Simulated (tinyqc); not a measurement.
Worked calculation: metal-induced gap states at the contact of a metal chain and a two-band chain. Values are carried at full precision from step to step, so a last printed digit may differ when a step is redone from the rounded ones.

The semiconductor alternates sites A at -Eg/2 and C at +Eg/2 with hopping -t; the gap runs from -Eg/2 to Eg/2. In the gap cosh(q a) = 1 + (Eg^2/4 - E^2)/(2 t^2) and the amplitude changes by -exp(-q a) a period. The metal has site energy 0 and hopping -tm; its end site has g_m = (E - i sqrt(4 tm^2 - E^2))/(2 tm^2). Sites 1, 2, ... count into the semiconductor, with energies e1, e2 alternating. The clean half chain has g1 = 1/(E - e1 - t^2 g2), g2 = 1/(E - e2 - t^2 g1), decaying root. With the contact G11 = 1/(1/g1 - tc^2 g_m), and the density on site j is -Im G_jj/pi = |psi_j/psi_1|^2 (-Im G11/pi), per spin, with psi_2/psi_1 = -t g2, psi_3/psi_2 = -t g1.

Constants: e^2/(4 pi eps0) = 14.39964547 eV angstrom.

Inputs chosen for the exercise (gap and optical dielectric constant near those of Ge; the chain itself is a model; the results hold for these values, not for the real material): Eg = 0.69 eV (gap); t = 2.25 eV (hopping in the semiconductor); a = 4 angstrom (period (two sites); one chain for each area a^2); E = -0.09 eV (energy from mid-gap); tm = 2.19 eV (hopping in the metal); tc = 1.11 eV (hopping across the contact); end = A (site that touches the metal); eps = 16.4 (dielectric constant).

## Decay in the gap

Form cosh(q a), l = exp(-q a), q and the decay length 1/(2q) of the density.

cosh(q a) = 1.01096
l = 0.86253
q = 0.03697 1/angstrom
xi, the decay length of the density = 13.524 angstrom

## Green functions

The decaying root is g1 = (1 - l)/(E - e1), g2 = (1 - l)/(E - e2), l = exp(-q a). Form them, g_m and G11.

g1, g2 (1/eV): [0.53911, -0.31603]

g_m = -0.00938-0.45652i 1/eV
G11 = 0.49116-0.14802i 1/eV

## Density site by site

D1 = -Im G11/pi, D2 = (t g2)^2 D1, and each further period multiplies by l^2. The sum over all sites is (D1 + D2)/(1 - l^2). The Green functions stand in the order g1, g2.

density on sites 1 to 8 (1/eV): [0.04712, 0.02382, 0.03505, 0.01772, 0.02608, 0.01319, 0.01940, 0.00981]

Ds, the density per spin summed over the semiconductor = 0.27705 1/eV

The first period holds 26 % of the gap states at this energy.

## Pinning factor

Gap states per area N = 2 Ds/a^2 (two spins). Charge in them sits a distance xi from the metal, so S = 1/(1 + 4 pi e^2 N xi/eps), e^2 meaning e^2/(4 pi eps0); S is the change of the barrier per change of the metal work function.

N = 3.463e+14 1/(eV cm^2)
4 pi e^2 N xi/eps = 5.1675
S = 0.1621

Strong pinning, near the Bardeen limit S = 0.

## Checks

- g1 from the closed form against decimation: both 0.539111.

Run: tinyqc, `OMP_NUM_THREADS=1 python tinyqc.py 1482787 1482788 out.jsonl`; Intel(R) Xeon(R) Processor @ 2.30GHz, one thread, shared host; about 0.01 s of CPU time with all checks.
